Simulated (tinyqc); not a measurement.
# Surface potential of a MOS transistor: implicit equation and explicit approximations: accuracy of the approximations against gate voltage

p-type body, charge-sheet picture, depletion and inversion only, full ionisation (an idealisation for deep acceptors), Boltzmann statistics (rough once Na exp(x - xn) passes about Nc/7). In units of Vt: xg = (Vg - Vfb)/Vt, x = psi/Vt, G = gamma/sqrt(Vt), xn = (2 phiF + Vc)/Vt. The implicit equation is (xg - x)^2 = G^2 [x - 1 + exp(x - xn)] for x above about 3. Cox = eps0 eox/tox.

ni = sqrt(Nc Nv) exp(-Eg/(2 Vt)), Eg in volts; phiF = Vt ln(Na/ni); gamma = sqrt(2 q eps0 eps_r Na)/Cox; VT = Vfb + Vt (xn + G sqrt(xn - 1)). Depletion value a = 1 + [sqrt(G^2/4 + xg - 1) - G/2]^2; inversion value b = xn + ln[(xg - xn)^2/G^2 - xn + 1] and first guess y = min(a, b) - ln(1 + exp(-|a - b|)) if a > xn + 1, else b = y = a; one second-order correction with D = exp(y - xn), p = 2 (xg - y) + G^2 (1 + D), w = (xg - y)^2 - G^2 (y - 1 + D): z = y + 2 w/(p + sqrt(p^2 - 2 (2 - G^2 D) w)), or the Newton step z = y + w/p where the root is not real. N_inv = (Cox Vt G/q) [sqrt(x - 1 + exp(x - xn)) - sqrt(x - 1)] at the root. Lambert form (Cox m Vt/q) W0[(G/(2 m sqrt(xn - 1))) exp((Vg - VT)/(m Vt))], m = 1 + G/(2 sqrt(xn - 1)). Errors under 1e-4 mV, and the linear form below VT, are printed as 0.

Inputs (values chosen for the exercise); band and dielectric values close to those of silicon:
- T = 350 K (temperature)
- Eg = 1.1 eV (band gap)
- eps_r = 11.8 (relative permittivity)
- Nc = 3.47e19 cm^-3 (conduction-band density of states at T)
- Nv = 3.36e19 cm^-3 (valence-band density of states at T)
- eox = 25.4 (relative permittivity of the gate insulator (close to zirconium oxide))
- tox = 7.5 nm (insulator thickness)
- Na = 1.7e16 cm^-3 (acceptor density)
- Vfb = -0.36 V (flat-band voltage)
- Vc = 0.5 V (channel-body voltage)

Constants: q = 1.602176634e-19 C, kB = 1.380649e-23 J/K, Vt = kB T/q, eps0 = 8.8541878128e-14 F/cm where lengths are in cm. Results are converted to the units shown.

Accuracy of the approximations against gate voltage:

| Vg (V) | psi (V) | x - xn | error of y (mV) | error of z (mV) | N_inv (cm^-2) | Cox (Vg - VT)/q (cm^-2) | Lambert form (cm^-2) |
|---|---|---|---|---|---|---|---|
| 0.41 | 0.74867 | -13.016 | 0 | 0 | 18634 | 0 | 14737 |
| 0.61 | 0.94592 | -6.4761 | 6.03e-4 | 0 | 1.1426e7 | 0 | 1.0335e7 |
| 0.81 | 1.1431 | 0.060795 | 0.375 | 0 | 7.1021e9 | 4.1829e10 | 7.1581e9 |
| 1.01 | 1.3015 | 5.3148 | 32.2 | 8.07 | 7.5029e11 | 3.7850e12 | 9.5506e11 |
| 1.21 | 1.3710 | 7.6162 | 46.3 | 21.2 | 3.1801e12 | 7.5282e12 | 3.8952e12 |
| 1.41 | 1.4076 | 8.8299 | 33.4 | 12.5 | 6.2308e12 | 1.1271e13 | 7.2811e12 |
| 1.61 | 1.4315 | 9.6251 | 26.1 | 8.22 | 9.5202e12 | 1.5015e13 | 1.0799e13 |
| 1.81 | 1.4492 | 10.210 | 21.5 | -7.52 | 1.2930e13 | 1.8758e13 | 1.4379e13 |
| 2.01 | 1.4631 | 10.670 | 18.3 | -2.53 | 1.6411e13 | 2.2501e13 | 1.7994e13 |

psi rises from 0.749 to 1.46 V and ends 11 Vt above 2 phiF + Vc. Among the rows the first guess is off by at most 46 mV (at Vg = 1.21 V) and the corrected value by at most 21 mV. In the last row the linear form is 37 % above N_inv and the Lambert form 9.6 % above it; in the first row the Lambert form is 21 % below it. For Vg = 1.21, 1.41, 1.61, 1.81, 2.01 the electron quasi-Fermi level lies less than 2 Vt below the band edge at the surface, or above it, where degeneracy and confinement, left out, matter.

tinyqc, about 0.01 s, one thread, Intel Xeon 2.30GHz (shared host): `OMP_NUM_THREADS=1 python tinyqc.py 2122113 2122114 out.jsonl`
